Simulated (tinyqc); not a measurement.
## Thermal resistances of a two-die stack

Problem. Heat leaves through the lower die only, and the system is linear. Find the resistance R1 from the lower die to the coolant, R2 between the dies, and the rise of the upper die when both are powered.

Parameters, values chosen for the exercise:
```
symbol,value,unit,meaning
P1,12,W,power of the lower die
P2,3.2,W,power of the upper die
```

rises of the lower and upper die with only the lower one powered (K): 3.48  3.48
rises of the lower and upper die with only the upper one powered (K): 0.928  1.408

Solution. With only the lower die powered no heat crosses R2, so both dies rise by P1 R1; the difference in the second test is P2 R2; rises add.

R1 = 0.290 K/W
R2 = 0.150 K/W
rise of the upper die = 4.89 K

Program tinyqc, `OMP_NUM_THREADS=1 python tinyqc.py 2162040 2162041 out.jsonl`; Intel Xeon 2.30GHz, shared host, one thread, about 0.02 s.
